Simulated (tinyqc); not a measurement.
Inside a calculation (part 1 of 2). Method: RKS/BLYP in the sto-3g basis, for BeH2, spin multiplicity 1. Computed by tinyqc, a small Python program that keeps every step (integrals from PySCF). Settings: charge = 0, multiplicity = 1, basis = sto-3g, energy threshold = 1e-10, iteration cap = 79, orthogonalisation = symmetric, start = core, DIIS depth = 0, damping = 0.3, shift = 0.5, method = RKS, functional = blyp, grid = [10, 86]. Command: `OMP_NUM_THREADS=1 python tinyqc.py 23652 23653 out.jsonl` (the two numbers bound the seeds that draw the settings). One thread of a shared host (Intel(R) Xeon(R) Processor @ 2.60GHz), about 1 s of CPU time with the checks. Later iterations appear only in the table of the cycle.

## One-electron integrals

Geometry (angstrom):
```
atom,x,y,z
Be,0.000000,0.000000,0.000000
H,0.000000,1.875000,0.137000
H,0.000000,-1.875000,0.137000
```

Basis sto-3g: exponents (1/bohr^2) and contraction coefficients of normalised primitives:
```
element,l (shell),exponent,coefficient
Be,s (1),30.167871,0.154329
Be,s (1),5.495115,0.535328
Be,s (1),1.487193,0.444635
Be,s (2),1.314833,-0.099967
Be,s (2),0.305539,0.399513
Be,s (2),0.099371,0.700115
Be,p (3),1.314833,0.155916
Be,p (3),0.305539,0.607684
Be,p (3),0.099371,0.391957
H,s (1),3.425251,0.154329
H,s (1),0.623914,0.535328
H,s (1),0.168855,0.444635
```

Overlap, kinetic and nuclear-attraction integrals over the contracted functions; the nuclear repulsion is the sum of Za Zb / Rab.

nuclear repulsion = 2.39293375 hartree

overlap S, lower triangle:
```
,1Be 1s,1Be 2s,1Be 2px,1Be 2py,1Be 2pz,2H 1s,3H 1s
1Be 1s,1.000000
1Be 2s,0.259517,1.000000
1Be 2px,0.000000,0.000000,1.000000
1Be 2py,0.000000,0.000000,0.000000,1.000000
1Be 2pz,0.000000,0.000000,0.000000,0.000000,1.000000
2H 1s,0.021103,0.266734,0.000000,0.349127,0.025510,1.000000
3H 1s,0.021103,0.266734,0.000000,-0.349127,0.025510,0.003307,1.000000
```

kinetic energy T (hartree), lower triangle:
```
,1Be 1s,1Be 2s,1Be 2px,1Be 2py,1Be 2pz,2H 1s,3H 1s
1Be 1s,6.693975
1Be 2s,-0.033012,0.211111
1Be 2px,0.000000,0.000000,0.660592
1Be 2py,0.000000,0.000000,0.000000,0.660592
1Be 2pz,0.000000,0.000000,0.000000,0.000000,0.660592
2H 1s,-0.006570,0.012412,0.000000,0.059574,0.004353,0.760032
3H 1s,-0.006570,0.012412,0.000000,-0.059574,0.004353,-0.001956,0.760032
```

nuclear attraction V (hartree), lower triangle:
```
,1Be 1s,1Be 2s,1Be 2px,1Be 2py,1Be 2pz,2H 1s,3H 1s
1Be 1s,-15.124047
1Be 2s,-2.045342,-2.868939
1Be 2px,0.000000,0.000000,-2.807798
1Be 2py,0.000000,0.000000,0.000000,-2.933802
1Be 2pz,-0.001333,-0.013516,0.000000,0.000000,-2.808471
2H 1s,-0.164992,-0.650291,0.000000,-0.826126,-0.061049,-2.492855
3H 1s,-0.164992,-0.650291,0.000000,0.826126,-0.061049,-0.010277,-2.492855
```

core Hamiltonian H = T + V (hartree), lower triangle:
```
,1Be 1s,1Be 2s,1Be 2px,1Be 2py,1Be 2pz,2H 1s,3H 1s
1Be 1s,-8.430072
1Be 2s,-2.078354,-2.657828
1Be 2px,0.000000,0.000000,-2.147206
1Be 2py,0.000000,0.000000,0.000000,-2.273210
1Be 2pz,-0.001333,-0.013516,0.000000,0.000000,-2.147879
2H 1s,-0.171562,-0.637879,0.000000,-0.766552,-0.056696,-1.732823
3H 1s,-0.171562,-0.637879,0.000000,0.766552,-0.056696,-0.012233,-1.732823
```

## Two-electron integrals

Functions are numbered as in S; the eight-fold symmetry (ij|kl) = (ji|kl) = (kl|ij) leaves the list below.

Two-electron integrals (ij|kl) in chemists' order, unique and non-zero (hartree):
```
i,j,k,l,(ij|kl)
1,1,1,1,2.298831
2,1,1,1,0.392036
2,1,2,1,0.079539
2,2,1,1,0.570988
2,2,2,1,0.143041
2,2,2,2,0.417683
3,1,3,1,0.014607
3,2,3,1,0.021888
3,2,3,2,0.092265
3,3,1,1,0.569578
3,3,2,1,0.143083
3,3,2,2,0.417589
3,3,3,3,0.449859
4,1,4,1,0.014607
4,2,4,1,0.021888
4,2,4,2,0.092265
4,3,4,3,0.024249
4,4,1,1,0.569578
4,4,2,1,0.143083
4,4,2,2,0.417589
4,4,3,3,0.401360
4,4,4,4,0.449859
5,1,5,1,0.014607
5,2,5,1,0.021888
5,2,5,2,0.092265
5,3,5,3,0.024249
5,4,5,4,0.024249
5,5,1,1,0.569578
5,5,2,1,0.143083
5,5,2,2,0.417589
5,5,3,3,0.401360
5,5,4,4,0.401360
5,5,5,5,0.449859
6,1,1,1,0.031401
6,1,2,1,0.006370
6,1,2,2,0.011571
6,1,3,3,0.011497
6,1,4,1,0.000580
6,1,4,2,0.001094
6,1,4,4,0.011724
6,1,5,1,0.000042
6,1,5,2,0.000080
6,1,5,4,0.000017
6,1,5,5,0.011498
6,1,6,1,0.000536
6,2,1,1,0.106666
6,2,2,1,0.027276
6,2,2,2,0.091138
6,2,3,3,0.087368
6,2,4,1,0.003468
6,2,4,2,0.024193
6,2,4,4,0.098524
6,2,5,1,0.000253
6,2,5,2,0.001768
6,2,5,4,0.000815
6,2,5,5,0.087428
6,2,6,1,0.002422
6,2,6,2,0.034794
6,3,3,1,0.002050
6,3,3,2,0.010555
6,3,4,3,0.003814
6,3,5,3,0.000279
6,3,6,3,0.002513
6,4,1,1,0.127006
6,4,2,1,0.032773
6,4,2,2,0.114014
6,4,3,3,0.107498
6,4,4,1,0.005434
6,4,4,2,0.036935
6,4,4,4,0.126856
6,4,5,1,0.000247
6,4,5,2,0.001928
6,4,5,4,0.001136
6,4,5,5,0.107561
6,4,6,1,0.002993
6,4,6,2,0.048525
6,4,6,4,0.068790
6,5,1,1,0.009280
6,5,2,1,0.002395
6,5,2,2,0.008331
6,5,3,3,0.007855
6,5,4,1,0.000247
6,5,4,2,0.001928
6,5,4,4,0.008712
6,5,5,1,0.002068
6,5,5,2,0.010695
6,5,5,4,0.003876
6,5,5,5,0.008416
6,5,6,1,0.000219
6,5,6,2,0.003546
6,5,6,4,0.004843
6,5,6,5,0.002867
6,6,1,1,0.281230
6,6,2,1,0.072942
6,6,2,2,0.273473
6,6,3,3,0.255788
6,6,4,1,0.009004
6,6,4,2,0.085499
6,6,4,4,0.308155
6,6,5,1,0.000658
6,6,5,2,0.006247
6,6,5,4,0.003826
6,6,5,5,0.256068
6,6,6,1,0.006508
6,6,6,2,0.142882
6,6,6,4,0.208300
6,6,6,5,0.015220
6,6,6,6,0.774606
7,1,1,1,0.031401
7,1,2,1,0.006370
7,1,2,2,0.011571
7,1,3,3,0.011497
7,1,4,1,-0.000580
7,1,4,2,-0.001094
7,1,4,4,0.011724
7,1,5,1,0.000042
7,1,5,2,0.000080
7,1,5,4,-0.000017
7,1,5,5,0.011498
7,1,6,1,0.000487
7,1,6,2,0.002042
7,1,6,4,0.002399
7,1,6,5,0.000188
7,1,6,6,0.005478
7,1,7,1,0.000536
7,2,1,1,0.106666
7,2,2,1,0.027276
7,2,2,2,0.091138
7,2,3,3,0.087368
7,2,4,1,-0.003468
7,2,4,2,-0.024193
7,2,4,4,0.098524
7,2,5,1,0.000253
7,2,5,2,0.001768
7,2,5,4,-0.000815
7,2,5,5,0.087428
7,2,6,1,0.002042
7,2,6,2,0.015245
7,2,6,4,0.018166
7,2,6,5,0.001555
7,2,6,6,0.045529
7,2,7,1,0.002422
7,2,7,2,0.034794
7,3,3,1,0.002050
7,3,3,2,0.010555
7,3,4,3,-0.003814
7,3,5,3,0.000279
7,3,6,3,0.000745
7,3,7,3,0.002513
7,4,1,1,-0.127006
7,4,2,1,-0.032773
7,4,2,2,-0.114014
7,4,3,3,-0.107498
7,4,4,1,0.005434
7,4,4,2,0.036935
7,4,4,4,-0.126856
7,4,5,1,-0.000247
7,4,5,2,-0.001928
7,4,5,4,0.001136
7,4,5,5,-0.107561
7,4,6,1,-0.002399
7,4,6,2,-0.018166
7,4,6,4,-0.021494
7,4,6,5,-0.001830
7,4,6,6,-0.054807
7,4,7,1,-0.002993
7,4,7,2,-0.048525
7,4,7,4,0.068790
7,5,1,1,0.009280
7,5,2,1,0.002395
7,5,2,2,0.008331
7,5,3,3,0.007855
7,5,4,1,-0.000247
7,5,4,2,-0.001928
7,5,4,4,0.008712
7,5,5,1,0.002068
7,5,5,2,0.010695
7,5,5,4,-0.003876
7,5,5,5,0.008416
7,5,6,1,0.000188
7,5,6,2,0.001555
7,5,6,4,0.001830
7,5,6,5,0.000900
7,5,6,6,0.004687
7,5,7,1,0.000219
7,5,7,2,0.003546
7,5,7,4,-0.004843
7,5,7,5,0.002867
7,6,1,1,0.002029
7,6,2,1,0.000502
7,6,2,2,0.001426
7,6,3,3,0.001413
7,6,4,4,0.001446
7,6,5,1,0.000011
7,6,5,2,0.000058
7,6,5,5,0.001417
7,6,6,1,0.000041
7,6,6,2,0.000316
7,6,6,4,0.000398
7,6,6,5,0.000036
7,6,6,6,0.000959
7,6,7,1,0.000041
7,6,7,2,0.000316
7,6,7,4,-0.000398
7,6,7,5,0.000036
7,6,7,6,4.93e-06
7,7,1,1,0.281230
7,7,2,1,0.072942
7,7,2,2,0.273473
7,7,3,3,0.255788
7,7,4,1,-0.009004
7,7,4,2,-0.085499
7,7,4,4,0.308155
7,7,5,1,0.000658
7,7,5,2,0.006247
7,7,5,4,-0.003826
7,7,5,5,0.256068
7,7,6,1,0.005478
7,7,6,2,0.045529
7,7,6,4,0.054807
7,7,6,5,0.004687
7,7,6,6,0.141114
7,7,7,1,0.006508
7,7,7,2,0.142882
7,7,7,4,-0.208300
7,7,7,5,0.015220
7,7,7,6,0.000959
7,7,7,7,0.774606
```

## Orthogonalisation

S = U s U^T; symmetric (Loewdin) form X = U s^(-1/2) U^T, so that X^T S X = 1.

eigenvalues of S: 0.504603  0.555851  0.962234  1.000000  1.011020  1.474201  1.492090

X, lower triangle:
```
,1Be 1s,1Be 2s,1Be 2px,1Be 2py,1Be 2pz,2H 1s,3H 1s
1Be 1s,1.028022
1Be 2s,-0.144676,1.090492
1Be 2px,0.000000,0.000000,1.000000
1Be 2py,0.000000,0.000000,0.000000,1.112217
1Be 2pz,-0.000842,0.005908,0.000000,0.000000,1.000546
2H 1s,0.018433,-0.151132,0.000000,-0.208274,-0.014044,1.086996
3H 1s,0.018433,-0.151132,0.000000,0.208274,-0.014044,-0.027193,1.086996
```

## Starting guess

The start is the orbitals of the core Hamiltonian; D = 2 C_occ C_occ^T.

D at the start, lower triangle:
```
,1Be 1s,1Be 2s,1Be 2px,1Be 2py,1Be 2pz,2H 1s,3H 1s
1Be 1s,2.146122
1Be 2s,-0.562159,2.151776
1Be 2px,0.000000,0.000000,0.000000
1Be 2py,0.000000,0.000000,0.000000,2.142145
1Be 2pz,-0.044909,0.185757,0.000000,0.000000,0.016042
2H 1s,0.013752,-0.022166,0.000000,-0.109822,-0.001899,0.005890
3H 1s,0.013752,-0.022166,0.000000,0.109822,-0.001899,-0.005370,0.005890
```

## Iteration 1: exchange-correlation on the grid

Becke grid with 10 radial and 86 angular points per atom, points of zero weight dropped. rho = sum D_ij phi_i phi_j; V_xc,ij = sum w v_xc phi_i phi_j plus the gradient terms; v_xc is d(rho eps)/d rho at fixed gradient.

The 16 grid points with the largest w rho, of 2578 (bohr, atomic units):
```
x,y,z,w,rho,|grad rho|^2,eps_xc,v_xc
0.000000,-1.717594,0.693170,0.456599,0.078572,0.009094,-0.362286,-0.448058
0.000000,1.717594,0.693170,0.456599,0.078572,0.009094,-0.362286,-0.448058
0.000000,1.852191,0.000000,0.425163,0.084259,0.010426,-0.369930,-0.458506
0.000000,-1.852191,0.000000,0.425163,0.084259,0.010426,-0.369930,-0.458506
-0.693170,-1.717594,0.000000,0.466291,0.076372,0.008615,-0.359246,-0.443868
-0.693170,1.717594,0.000000,0.466291,0.076372,0.008615,-0.359246,-0.443868
0.693170,1.717594,0.000000,0.466291,0.076372,0.008615,-0.359246,-0.443868
0.693170,-1.717594,0.000000,0.466291,0.076372,0.008615,-0.359246,-0.443868
0.000000,1.717594,-0.693170,0.474144,0.074253,0.008196,-0.356305,-0.439724
0.000000,-1.717594,-0.693170,0.474144,0.074253,0.008196,-0.356305,-0.439724
-0.684575,-1.579027,0.684575,0.450759,0.070768,0.007583,-0.351435,-0.432671
0.684575,-1.579027,0.684575,0.450759,0.070768,0.007583,-0.351435,-0.432671
-0.684575,1.579027,0.684575,0.450759,0.070768,0.007583,-0.351435,-0.432671
0.684575,1.579027,0.684575,0.450759,0.070768,0.007583,-0.351435,-0.432671
-0.684575,1.579027,-0.684575,0.459873,0.066244,0.006893,-0.345021,-0.423065
0.684575,1.579027,-0.684575,0.459873,0.066244,0.006893,-0.345021,-0.423065
```

electrons on the grid, sum of w rho = 6.036623

E_xc = sum of w rho eps_xc = -3.64431443 hartree

V_xc (hartree), lower triangle:
```
,1Be 1s,1Be 2s,1Be 2px,1Be 2py,1Be 2pz,2H 1s,3H 1s
1Be 1s,-1.544808
1Be 2s,-0.226379,-0.355550
1Be 2px,0.000000,0.000000,-0.326869
1Be 2py,0.000000,0.000000,0.000000,-0.401187
1Be 2pz,-0.001865,-0.011952,0.000000,0.000000,-0.327029
2H 1s,-0.018526,-0.073141,0.000000,-0.090638,-0.007015,-0.175396
3H 1s,-0.018526,-0.073141,0.000000,0.090638,-0.007015,-0.001288,-0.175396
```

## Iteration 1: building the Kohn-Sham matrix

J_ij = sum D_kl (ij|kl); F = H + J + V_xc; E = tr D H + tr D J / 2 + E_xc + E_nn.

Coulomb J (hartree), lower triangle:
```
,1Be 1s,1Be 2s,1Be 2px,1Be 2py,1Be 2pz,2H 1s,3H 1s
1Be 1s,6.890391
1Be 2s,1.352894,2.810197
1Be 2px,0.000000,0.000000,2.774885
1Be 2py,0.000000,0.000000,0.000000,2.869906
1Be 2pz,0.006683,0.031304,0.000000,0.000000,2.775629
2H 1s,0.109164,0.591793,0.000000,0.734100,0.056155,1.715973
3H 1s,0.109164,0.591793,0.000000,-0.734100,0.056155,0.009810,1.715973
```

Kohn-Sham matrix F (hartree), lower triangle:
```
,1Be 1s,1Be 2s,1Be 2px,1Be 2py,1Be 2pz,2H 1s,3H 1s
1Be 1s,-3.084489
1Be 2s,-0.951839,-0.203181
1Be 2px,0.000000,0.000000,0.300810
1Be 2py,0.000000,0.000000,0.000000,0.195509
1Be 2pz,0.003485,0.005836,0.000000,0.000000,0.300722
2H 1s,-0.080924,-0.119227,0.000000,-0.123090,-0.007556,-0.192246
3H 1s,-0.080924,-0.119227,0.000000,0.123090,-0.007556,-0.003712,-0.192246
```

total energy of this density = -14.68681455 hartree

This density is the starting one.

## Iteration 1: diagonalisation and new density

A level shift of 0.5 hartree raises the virtual space: F + shift (S - S D(s) S), with D(s) the density of one spin (D/2). Diagonalise F' = X^T F X, C = X C', fill 3 alpha and 3 beta electrons from the bottom; D = 2 C_occ C_occ^T; the new density keeps 0.3 of the old one (damping). Each column has its largest component positive (the first on a tie).

F' = X^T F X (hartree), lower triangle:
```
,1,2,3,4,5,6,7
1,-2.985702
2,-0.581518,0.077821
3,0.000000,0.000000,0.800810
4,0.000000,0.000000,0.000000,0.357996
5,0.005842,-0.029874,0.000000,0.000000,0.797679
6,0.020346,-0.161616,0.000000,-0.231402,-0.017032,0.355583
7,0.020346,-0.161616,0.000000,0.231402,-0.017032,-0.023136,0.355583
```

orbital energies (hartree): MO1 -3.092421, MO2 0.014961, MO3 0.040941, MO4 0.500097, MO5 0.695773, MO6 0.799609, MO7 0.800810

coefficients C:
```
,MO1,MO2,MO3,MO4,MO5,MO6,MO7
1Be 1s,0.985053,-0.251660,0.000000,-0.211342,0.000000,0.010608,0.000000
1Be 2s,0.053928,0.761160,0.000000,0.820236,0.000000,-0.027590,0.000000
1Be 2px,0.000000,0.000000,0.000000,0.000000,0.000000,0.000000,1.000000
1Be 2py,0.000000,0.000000,0.593851,0.000000,0.985455,0.000000,0.000000
1Be 2pz,0.000098,0.042646,0.000000,0.014432,0.000000,0.999748,0.000000
2H 1s,-0.006333,0.317570,0.398625,-0.694957,-0.710764,-0.033366,0.000000
3H 1s,-0.006333,0.317570,-0.398625,-0.694957,0.710764,-0.033366,0.000000
```

D after iteration 1, lower triangle:
```
,1Be 1s,1Be 2s,1Be 2px,1Be 2py,1Be 2pz,2H 1s,3H 1s
1Be 1s,2.090965
1Be 2s,-0.362453,1.460715
1Be 2px,0.000000,0.000000,0.000000
1Be 2py,0.000000,0.000000,0.000000,1.136367
1Be 2pz,-0.028362,0.101179,0.000000,0.000000,0.007359
2H 1s,-0.116496,0.331283,0.000000,0.298467,0.018390,0.365477
3H 1s,-0.116496,0.331283,0.000000,-0.298467,0.018390,-0.082826,0.365477
```

## Iteration 2: exchange-correlation on the grid

As before.

The 16 grid points with the largest w rho, of 2578 (bohr, atomic units):
```
x,y,z,w,rho,|grad rho|^2,eps_xc,v_xc
0.000000,1.852191,0.000000,0.425163,0.069549,0.001403,-0.338845,-0.439425
0.000000,-1.852191,0.000000,0.425163,0.069549,0.001403,-0.338845,-0.439425
0.000000,-1.717594,0.693170,0.456599,0.061385,0.002412,-0.329279,-0.418652
0.000000,1.717594,0.693170,0.456599,0.061385,0.002412,-0.329279,-0.418652
-0.693170,-1.717594,0.000000,0.466291,0.057934,0.002688,-0.324972,-0.409510
0.693170,1.717594,0.000000,0.466291,0.057934,0.002688,-0.324972,-0.409510
-0.693170,1.717594,0.000000,0.466291,0.057934,0.002688,-0.324972,-0.409510
0.693170,-1.717594,0.000000,0.466291,0.057934,0.002688,-0.324972,-0.409510
0.000000,1.717594,-0.693170,0.474144,0.054923,0.002825,-0.320963,-0.401408
0.000000,-1.717594,-0.693170,0.474144,0.054923,0.002825,-0.320963,-0.401408
-0.684575,-1.579027,0.684575,0.450759,0.051839,0.002778,-0.316264,-0.393198
0.684575,-1.579027,0.684575,0.450759,0.051839,0.002778,-0.316264,-0.393198
-0.684575,1.579027,0.684575,0.450759,0.051839,0.002778,-0.316264,-0.393198
0.684575,1.579027,0.684575,0.450759,0.051839,0.002778,-0.316264,-0.393198
-0.684575,1.579027,-0.684575,0.459873,0.046964,0.002732,-0.308814,-0.379373
0.684575,1.579027,-0.684575,0.459873,0.046964,0.002732,-0.308814,-0.379373
```

electrons on the grid, sum of w rho = 6.025912

E_xc = sum of w rho eps_xc = -3.51796192 hartree

V_xc (hartree), lower triangle:
```
,1Be 1s,1Be 2s,1Be 2px,1Be 2py,1Be 2pz,2H 1s,3H 1s
1Be 1s,-1.535208
1Be 2s,-0.220947,-0.328679
1Be 2px,0.000000,0.000000,-0.298411
1Be 2py,0.000000,0.000000,0.000000,-0.377784
1Be 2pz,-0.001277,-0.009644,0.000000,0.000000,-0.298686
2H 1s,-0.018001,-0.086936,0.000000,-0.115901,-0.008721,-0.375814
3H 1s,-0.018001,-0.086936,0.000000,0.115901,-0.008721,-0.001212,-0.375814
```

## Iteration 2: building the Kohn-Sham matrix

As before.

Coulomb J (hartree), lower triangle:
```
,1Be 1s,1Be 2s,1Be 2px,1Be 2py,1Be 2pz,2H 1s,3H 1s
1Be 1s,6.492334
1Be 2s,1.260379,2.629717
1Be 2px,0.000000,0.000000,2.582341
1Be 2py,0.000000,0.000000,0.000000,2.713576
1Be 2pz,0.004843,0.027379,0.000000,0.000000,2.583096
2H 1s,0.101689,0.590255,0.000000,0.746836,0.056521,1.902267
3H 1s,0.101689,0.590255,0.000000,-0.746836,0.056521,0.009205,1.902267
```

Kohn-Sham matrix F (hartree), lower triangle:
```
,1Be 1s,1Be 2s,1Be 2px,1Be 2py,1Be 2pz,2H 1s,3H 1s
1Be 1s,-3.472946
1Be 2s,-1.038923,-0.356791
1Be 2px,0.000000,0.000000,0.136724
1Be 2py,0.000000,0.000000,0.000000,0.062582
1Be 2pz,0.002233,0.004219,0.000000,0.000000,0.136532
2H 1s,-0.087874,-0.134560,0.000000,-0.135618,-0.008896,-0.206370
3H 1s,-0.087874,-0.134560,0.000000,0.135618,-0.008896,-0.004241,-0.206370
```

total energy of this density = -15.36352369 hartree

This density is a damped mixture and is not idempotent.

## Iteration 2: diagonalisation and new density

As before.

F' = X^T F X (hartree), lower triangle:
```
,1,2,3,4,5,6,7
1,-3.370291
2,-0.617652,0.026873
3,0.000000,0.000000,0.636724
4,0.000000,0.000000,0.000000,0.360537
5,0.004203,-0.016498,0.000000,0.000000,0.635177
6,0.034445,-0.224621,0.000000,-0.291094,-0.018914,0.207674
7,0.034445,-0.224621,0.000000,0.291094,-0.018914,0.002283,0.207674
```

orbital energies (hartree): MO1 -3.479118, MO2 -0.151788, MO3 -0.135950, MO4 0.495730, MO5 0.636724, MO6 0.636892, MO7 0.701878

coefficients C:
```
,MO1,MO2,MO3,MO4,MO5,MO6,MO7
1Be 1s,0.987324,-0.223341,0.000000,-0.231761,0.000000,-0.006171,0.000000
1Be 2s,0.046488,0.677564,0.000000,0.890715,0.000000,0.034555,0.000000
1Be 2px,0.000000,0.000000,0.000000,0.000000,1.000000,0.000000,0.000000
1Be 2py,0.000000,0.000000,0.483175,0.000000,0.000000,0.000000,1.044185
1Be 2pz,-0.000139,0.029954,0.000000,-0.042778,0.000000,0.999398,0.000000
2H 1s,-0.006630,0.384556,0.473547,-0.657425,0.000000,-0.069530,-0.663204
3H 1s,-0.006630,0.384556,-0.473547,-0.657425,0.000000,-0.069530,0.663204
```

D after iteration 2, lower triangle:
```
,1Be 1s,1Be 2s,1Be 2px,1Be 2py,1Be 2pz,2H 1s,3H 1s
1Be 1s,2.061856
1Be 2s,-0.256336,1.083970
1Be 2px,0.000000,0.000000,0.000000
1Be 2py,0.000000,0.000000,0.000000,0.667752
1Be 2pz,-0.018066,0.058759,0.000000,0.000000,0.003464
2H 1s,-0.164355,0.463739,0.000000,0.409869,0.021645,0.630688
3H 1s,-0.164355,0.463739,0.000000,-0.409869,0.021645,-0.131695,0.630688
```

## Iteration 29 (converged): orbitals

converged F (hartree), lower triangle:
```
,1Be 1s,1Be 2s,1Be 2px,1Be 2py,1Be 2pz,2H 1s,3H 1s
1Be 1s,-3.762730
1Be 2s,-1.103767,-0.468864
1Be 2px,0.000000,0.000000,0.013878
1Be 2py,0.000000,0.000000,0.000000,-0.028502
1Be 2pz,0.000796,0.001492,0.000000,0.000000,0.013680
2H 1s,-0.093018,-0.138173,0.000000,-0.131942,-0.009304,-0.113952
3H 1s,-0.093018,-0.138173,0.000000,0.131942,-0.009304,-0.004623,-0.113952
```

Diagonalise F' = X^T F X, C = X C', fill 3 alpha and 3 beta electrons from the bottom; D = 2 C_occ C_occ^T. Each column has its largest component positive (the first on a tie).

F' = X^T F X (hartree), lower triangle:
```
,1,2,3,4,5,6,7
1,-3.663710
2,-0.608417,-0.210453
3,0.000000,0.000000,0.013878
4,0.000000,0.000000,0.000000,0.077512
5,-0.000775,0.006461,0.000000,0.000000,0.014220
6,0.011117,-0.091362,0.000000,-0.142979,-0.009612,-0.039377
7,0.011117,-0.091362,0.000000,0.142979,-0.009612,-0.023653,-0.039377
```

orbital energies (hartree): MO1 -3.767779, MO2 -0.216573, MO3 -0.176613, MO4 0.008747, MO5 0.013878, MO6 0.052633, MO7 0.238401

coefficients C:
```
,MO1,MO2,MO3,MO4,MO5,MO6,MO7
1Be 1s,0.988942,-0.225124,0.000000,0.082014,0.000000,-0.207432,0.000000
1Be 2s,0.040938,0.699833,0.000000,-0.315911,0.000000,0.815217,0.000000
1Be 2px,0.000000,0.000000,0.000000,0.000000,1.000000,0.000000,0.000000
1Be 2py,0.000000,0.000000,0.462018,0.000000,0.000000,0.000000,1.053718
1Be 2pz,0.000053,0.008346,0.000000,0.928546,0.000000,0.373170,0.000000
2H 1s,-0.006045,0.368642,0.486827,0.219055,0.000000,-0.633286,-0.653519
3H 1s,-0.006045,0.368642,-0.486827,0.219055,0.000000,-0.633286,0.653519
```

D after iteration 29, lower triangle:
```
,1Be 1s,1Be 2s,1Be 2px,1Be 2py,1Be 2pz,2H 1s,3H 1s
1Be 1s,2.057374
1Be 2s,-0.234128,0.982884
1Be 2px,0.000000,0.000000,0.000000
1Be 2py,0.000000,0.000000,0.000000,0.426921
1Be 2pz,-0.003652,0.011685,0.000000,0.000000,0.000139
2H 1s,-0.177936,0.515480,0.000000,0.449845,0.006152,0.745867
3H 1s,-0.177936,0.515480,0.000000,-0.449845,0.006152,-0.202134,0.745867
```
